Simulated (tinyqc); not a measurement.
Dopants and charged point defects at anneal temperature: Fermi-level effect, clustering and pairing: one step, computed by the program tinyqc. Command: `OMP_NUM_THREADS=1 python tinyqc.py 3000006 3000007 out.jsonl pairing walk`. One thread of a shared host (Intel(R) Xeon(R) Processor @ 2.30GHz), about 0.02 s of CPU time with the checks.

Boltzmann statistics and full ionisation of active dopants. Energies are counted from the valence band; the defect (a vacancy or self-interstitial) has five charge states, with all degeneracy factors one.

Problem. The host at the anneal temperature. E_g = E_g0 - alpha T^2/(T + beta). N_c = 2 M_c (2 pi m_e k_B T/h^2)^(3/2) and N_v = 2 (2 pi m_h k_B T/h^2)^(3/2), masses in units of m_0. n_i = sqrt(N_c N_v) exp(-E_g/2 k_B T); E_i = E_g/2 + (k_B T/2) ln(N_v/N_c).

Inputs (values chosen for the exercise, with bands modelled on germanium):
```
quantity,value,unit
gap at 0 K E_g0,0.731,eV
Varshni alpha,0.000486,eV/K
Varshni beta,235,K
electron mass m_e,0.227,m_0
valleys M_c,4,-
hole mass m_h,0.346,m_0
anneal temperature T,800,K
```

Dopant: donor. Second part: clustering of the dopant.

Constants: m_0 = 9.1093837015e-31 kg; k_B = 1.380649e-23 J/K; h = 6.62607015e-34 J s; k_B = 8.617333262e-05 eV/K.

Give: E_g; k_B T; n_i; E_i; effective density of states N_b of the majority band.

Solution.

E_g = 0.4305 eV

k_B T = 0.06894 eV

n_i = 1.429e+18 cm^-3

E_i = 0.1892 eV

effective density of states N_b of the majority band = 4.727e+19 cm^-3
